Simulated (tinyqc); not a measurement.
Size effects in the resistivity of thin metal films and interconnect lines: one step, computed by the program tinyqc.

Electrons lose their drift at surfaces (a share 1 - p of the hits) and at grain boundaries (reflection R), besides bulk scattering. The line sits in a trench with a non-conducting liner on both walls and the bottom; the spacing equals the drawn width.

Question. Surfaces. Fuchs-Sondheimer film: rho_b/rho = 1 - (3/(2 kappa))(1 - p) int_0^1 (s - s^3)(1 - exp(-kappa/s))/(1 - p exp(-kappa/s)) ds, f = rho/rho_b, kappa = thickness/lambda, 80 Gauss-Legendre points. Line: the excess of a film of thickness w_m and of a film of thickness h_m are added, rho/rho_b = 1 + (f(w_m) - 1) + (f(h_m) - 1), an estimate that holds best when both sides exceed lambda.

Inputs (values chosen for the exercise, modelled on copper): bulk mean free path lambda = 37.8 nm; specularity p = 0.73.

Geometry: line.

metal width w_m = 5.2 nm

metal height h_m = 9.8 nm

Give: kappa = w_m/lambda; f(w_m); f(h_m); rho/rho_b from surfaces.

Answer.

kappa = w_m/lambda = 0.1376

f(w_m) = 1.682

f(h_m) = 1.387

rho/rho_b from surfaces = 2.069

Caution: for lines much narrower than lambda adding the two film terms and the grain term underestimates the resistivity.
